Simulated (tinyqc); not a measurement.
# On-chip interconnect, size-dependent resistivity and RC delay: delay against the liner thickness

A rectangular line between two neighbours and two ground planes. Surface and grain-boundary scattering are added to the bulk resistivity as corrections; capacitances are parallel-plate values without fringing; inductance is ignored.

Metal width x = wd - 2 tl, height y = AR wd - tl; grain boundaries (Mayadas-Shatzkes): al = (lam/(gr x)) Rg/(1 - Rg), g = 1/[1 - 3 al/2 + 3 al^2 - 3 al^3 ln(1 + 1/al)] - 1; surfaces (Fuchs-Sondheimer, thick limit): s = (3/8) lam (1 - ps)(1/x + 1/y); rho = rho0 (1 + g + s); r = rho/(x y); c = eps0 ek (2 wd/hd + 2 Mf AR wd/sp). Elmore delay tE = Rd (c Lw + Cl) + r Lw (c Lw/2 + Cl); t50 is the time at which the far end of a ladder of 30 pi sections (half capacitances at both ends, Cl at the far end, a step applied through Rd) reaches half the step; line share r Lw/(Rd + r Lw); estimate 0.69 Rd (c Lw + Cl) + 0.38 r c Lw^2 + 0.69 r Lw Cl.

Parameters, values chosen for the exercise; metal values close to those of copper:
- rho0 = 1.71 uohm cm (bulk resistivity)
- lam = 40.4 nm (bulk mean free path)
- ps = 0 (specular share of surface scattering)
- Rg = 0.5 (reflection coefficient of grain boundaries)
- gr = 0.7 (grain size over the metal width)
- wd = 25 nm (drawn line width)
- AR = 2 (aspect ratio, height over width)
- sp = 30 nm (space to the neighbouring lines)
- hd = 49 nm (dielectric height to the planes above and below)
- ek = 2.7 (relative permittivity of the dielectric)
- Mf = 1 (Miller factor of the neighbours)
- Lw = 6.3 um (line length)
- Rd = 2300 ohm (driver resistance)
- Cl = 2.6 fF (load capacitance)

Constants: eps0 = 8.8541878128e-12 F/m. Results are converted to the units shown.

The same in every row: c (fF/um) = 0.1041.

Delay against the liner thickness:
```
tl (nm)  rho (uohm cm)  r (ohm/um)  tE (ps)  t50 (ps)  estimate (ps)  line share of the resistance (%)
0                8.621       68.97    8.760     6.107          6.055                             15.89
0.6              8.946       76.09    8.892     6.202          6.146                             17.25
1.1              9.242       82.90    9.017     6.292          6.234                             18.50
1.7              9.633       92.34    9.191     6.417          6.355                             20.19
2.3              10.07       103.5    9.397     6.564          6.499                             22.09
2.9              10.56       116.8    9.642     6.740          6.670                             24.23
3.4              11.02       129.9    9.884     6.914          6.839                             26.24
4                11.64       148.8    10.23     7.163          7.082                             28.96
```

What does the comparison show?

As tl goes from 0 to 4, r rises from 69.0 to 149 ohm/um, c stays at 0.104 fF/um and t50 rises from 6.11 to 7.16 ps. t50/tE lies between 0.697 and 0.700, and the estimate is within 1.1 % of t50.

Range of the model: The metal width is under the mean free path, where the thick-limit surface term and the simple sum of corrections lose accuracy.

Numbers from tinyqc (`OMP_NUM_THREADS=1 python tinyqc.py 2100081 2100082 out.jsonl`; about 0.01 s on one thread of a shared Intel Xeon 2.30GHz).
